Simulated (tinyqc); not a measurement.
Worked calculation: tight binding, dimerised chain. One step of it, computed by the program tinyqc.

Task: Open chain of 3 cells. The same hoppings without the wrap-around bond.

H of the open chain (eV):
```
           1          2          3          4          5          6
1   0.000000  -2.330000   0.000000   0.000000   0.000000   0.000000
2  -2.330000   0.000000  -1.100000   0.000000   0.000000   0.000000
3   0.000000  -1.100000   0.000000  -2.330000   0.000000   0.000000
4   0.000000   0.000000  -2.330000   0.000000  -1.100000   0.000000
5   0.000000   0.000000   0.000000  -1.100000   0.000000  -2.330000
6   0.000000   0.000000   0.000000   0.000000  -2.330000   0.000000
```

Give: levels; weights of the highest filled level on the sites.

Result:

levels (eV): -3.165  -2.460  -1.625  1.625  2.460  3.165

weights of the highest filled level on the sites: 0.187  0.091  0.222  0.222  0.091  0.187

The bulk gap runs from -1.2300 to 1.2300 eV; no level of this chain lies inside it.
